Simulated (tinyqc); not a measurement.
Worked calculation: Pariser-Parr-Pople SCF with singles CI, for the molecule C=Cc1ccc2c(c1)C=C2 (SMILES; centres numbered as the heavy atoms are written). Computed by tinyqc, a small Python program that keeps every step. Settings: charge = 0, gamma = MN, start = core, damping = 0.5, iteration cap = 57, excitations kept = 4. Command: `OMP_NUM_THREADS=1 python tinyqc.py 31214 31215 out.jsonl` (the two numbers bound the seeds that draw the settings). One thread of a shared host (Intel(R) Xeon(R) Processor @ 2.60GHz), about 0.01 s of CPU time with the checks.

Centres (angstrom, eV; a flat drawing with bonds scaled to 1.40 angstrom):
```
centre,x,y,core charge z,W,gamma_rr
1C,3.5830,-0.1730,1,11.1600,11.1300
2C,2.5200,0.7390,1,11.1600,11.1300
3C,1.2000,0.2740,1,11.1600,11.1300
4C,0.9420,-1.1020,1,11.1600,11.1300
5C,-0.3790,-1.5670,1,11.1600,11.1300
6C,-1.4420,-0.6560,1,11.1600,11.1300
7C,-1.1840,0.7200,1,11.1600,11.1300
8C,0.1370,1.1850,1,11.1600,11.1300
9C,-2.5600,0.9780,1,11.1600,11.1300
10C,-2.8180,-0.3980,1,11.1600,11.1300
```

Resonance integrals (eV):
```
i,j,beta
1,2,-2.3900
2,3,-2.3900
3,4,-2.3900
4,5,-2.3900
5,6,-2.3900
6,7,-2.3900
7,8,-2.3900
7,9,-2.3900
9,10,-2.3900
8,3,-2.3900
10,6,-2.3900
```

Stop when output and input P, before any damping, agree to 1e-7.

Course of the cycle:
```
iteration,E (eV),largest |P(out) - P(in)|
1,-108.764778,1.91e+00
2,-116.144838,5.75e-01
3,-120.294796,3.74e-01
4,-123.087370,2.32e-01
5,-124.800510,1.42e-01
6,-125.801140,8.73e-02
7,-126.371016,5.44e-02
8,-126.691419,3.89e-02
9,-126.870471,2.90e-02
10,-126.970332,2.15e-02
11,-127.026065,1.59e-02
...,...,...
47,-127.098177,6.40e-06
48,-127.098177,5.17e-06
49,-127.098177,4.17e-06
50,-127.098177,3.37e-06
51,-127.098177,2.72e-06
52,-127.098177,2.20e-06
53,-127.098177,1.77e-06
54,-127.098177,1.43e-06
55,-127.098177,1.16e-06
56,-127.098177,9.33e-07
57,-127.098177,7.53e-07
```

Can the last value be used, and what does the course show?

Not by the stop rule, although the second column moves by less than 1e-07 over the last three steps. Not converged within 57 iterations: the residual falls steadily but slowly, by a factor of about 0.81 a step. Reruns (cap 100 unless said): damping 0: not converged; the original settings with a cap of 400: converged in 67 (E = -127.09818).
